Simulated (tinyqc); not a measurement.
From results back to parameters: defect-molecule model of a vacancy with Jahn-Teller distortion. Three cases, with inputs chosen for the exercise.

Problem. With et the undistorted t2 level, Uc the repulsion of two electrons, I the Jahn-Teller coupling and k the force constant, the levels above Ev are E(2+/+) = et - E_JT, E(+/0) = et - 3 E_JT + Uc, the Stokes shift of the first transition is 2 E_JT, E_JT = 2 I^2/k and the distortion of the + state is 2 I/k. The values below come from hidden parameters.

Case 1.

levels (eV): (2+/+) 0.11926, (+/0) 0.12779

Stokes shift = 0.221472 eV
distortion of + = 0.116564 angstrom

Case 2.

levels (eV): (2+/+) 0.12950, (+/0) 0.14849

Stokes shift = 0.181006 eV
distortion of + = 0.100559 angstrom

Case 3.

levels (eV): (2+/+) 0.12664, (+/0) 0.15992

Stokes shift = 0.226723 eV
distortion of + = 0.116867 angstrom

Find: et, Uc; I; k.

Solution. E_JT is half the Stokes shift; et = E(2+/+) + E_JT; Uc = E(+/0) - E(2+/+) + 2 E_JT; with Q the distortion, I = E_JT/Q and k = 2 E_JT/Q^2.

Case 1.

et, Uc (eV): 0.230  0.230

I = 0.95 eV/angstrom
k = 16.3 eV/angstrom^2

Case 2.

et, Uc (eV): 0.220  0.200

I = 0.90 eV/angstrom
k = 17.9 eV/angstrom^2

Case 3.

et, Uc (eV): 0.240  0.260

I = 0.97 eV/angstrom
k = 16.6 eV/angstrom^2

Computed by tinyqc, one run a case: `OMP_NUM_THREADS=1 python tinyqc.py N N+1 out.jsonl` with N = 1480820, 1480832, 1480861; one thread of a shared Intel(R) Xeon(R) Processor @ 2.30GHz, about 0.01 s a run at most.
